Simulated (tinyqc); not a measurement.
Gaps against temperature: band gaps under pressure and temperature from deformation potentials.

Murnaghan: V/V0 = (1 + Bp P/B0)^(-1/Bp), B0 = (C11 + 2 C12)/3. Each gap moves by a ln(V/V0) with its volume potential a, and falls with temperature by aV T^2/(T + bV) (Varshni); the two effects are added. No change of phase is considered.

Constants: hc = 1239.841984 eV nm.

Parameters, chosen for this exercise (near those of GaSb, the X and L potentials typical of such crystals; shifted at random, so the results belong to these values and not to a real crystal):
- Eg = 0.816 eV (gap at Gamma to the s-like level at 0 K, 0 GPa)
- EgX = 1.146 eV (gap to X at 0 K, 0 GPa)
- EgL = 0.869 eV (gap to L at 0 K, 0 GPa)
- C11 = 89.2 GPa
- C12 = 40.2 GPa
- Bp = 4.81 (pressure derivative of the bulk modulus)
- aG = -8.3 eV (volume potential of the Gamma gap)
- aX = 2.06 eV (volume potential of the X gap)
- aL = -2.62 eV (volume potential of the L gap)
- aV = (0.402, 0.458, 0.626) meV/K (Varshni alpha of Gamma, X, L)
- bV = (131, 90, 151) K (Varshni beta of Gamma, X, L)
- P = 3.5 GPa (pressure)

At the pressure P; wavelength hc/E of the lowest gap.

Gaps (eV):
```
T (K)   Gamma       X       L  lowest  wavelength (nm)
0      1.2658  1.0344  1.0110       L           1226.4
50     1.2602  1.0262  1.0032       L           1235.9
100    1.2484  1.0103  0.9860       L           1257.4
200    1.2172  0.9712  0.9396       L           1319.5
300    1.1818  0.9287  0.8861       L           1399.3
400    1.1447  0.8848  0.8292       L           1495.2
500    1.1065  0.8403  0.7706       L           1609.0
600    1.0678  0.7954  0.7109       L           1744.0
```

What does the comparison show?

From 0 to 100 K the Gamma gap falls by 17.4 meV, from 500 to 600 K by 38.7 meV: quadratic below bV, linear with a slope tending to aV = 0.402 meV/K above. L stays lowest. A pressure of 0.57 GPa, with the slope -aG/B0 at zero pressure, would undo the fall of the Gamma gap from 0 to 300 K.

tinyqc: `OMP_NUM_THREADS=1 python tinyqc.py 1080629 1080630 out.jsonl`; about 0.01 s, one thread, shared Intel(R) Xeon(R) Processor @ 2.30GHz.
